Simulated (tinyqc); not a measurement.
Ellipsometry and reflectance of a transparent film on an absorbing substrate: psi and Delta against the film thickness.

Air (index 1), film, substrate with N2 = n2 - i k2; time factor exp(+i w t). q_j = sqrt(N_j^2 - sin^2 th), root with positive real part. Fresnel coefficients r_s = (q_a - q_b)/(q_a + q_b), r_p = (N_b^2 q_a - N_a^2 q_b)/(N_b^2 q_a + N_a^2 q_b). tan(Psi) exp(i Delta) = R_p/R_s, Delta taken from 0 to 360 degrees.

beta = 2 pi d q1/lam, X = exp(-2 i beta), R = (r01 + r12 X)/(1 + r01 r12 X) for p and s. The last column is the derivative of Delta.

Inputs (values chosen for the exercise); indices close to those of silicon dioxide on silicon:

| symbol | value | unit | meaning |
|---|---|---|---|
| lam | 405 | nm | wavelength |
| th | 70 | degrees | angle of incidence |
| n1 | 1.452 |  | index of the transparent film |
| n2 | 5.42 |  | index of the substrate |
| k2 | 0.329 |  | extinction coefficient of the substrate |

Psi and Delta against the film thickness:

| d (nm) | Psi (degrees) | Delta (degrees) | \|R_p\|^2 | \|R_s\|^2 | dDelta/dd (degrees/nm) |
|---|---|---|---|---|---|
| 0 | 19.30 | 175.5 | 0.09501 | 0.7744 | -3.105 |
| 2 | 19.43 | 169.3 | 0.09629 | 0.7741 | -3.066 |
| 4 | 19.65 | 163.3 | 0.09863 | 0.7733 | -2.997 |
| 6 | 19.98 | 157.4 | 0.1020 | 0.7721 | -2.901 |
| 8 | 20.39 | 151.7 | 0.1064 | 0.7705 | -2.786 |
| 10 | 20.88 | 146.2 | 0.1118 | 0.7685 | -2.656 |
| 12 | 21.43 | 141.1 | 0.1180 | 0.7660 | -2.517 |
| 14 | 22.04 | 136.2 | 0.1251 | 0.7630 | -2.375 |
| 16 | 22.70 | 131.6 | 0.1329 | 0.7596 | -2.232 |

What does the comparison show?

Delta falls from 175.51 to 131.55 degrees while Psi moves from 19.30 to 22.70: Delta changes 12.9 times as much as Psi. With the slope of the first row an error of 0.01 degree in Delta means 0.0032 nm.

Computed by the program tinyqc: `OMP_NUM_THREADS=1 python tinyqc.py 2870149 2870150 out.jsonl`, one thread of a shared Intel Xeon 2.30GHz, about 0.01 s for the whole run.
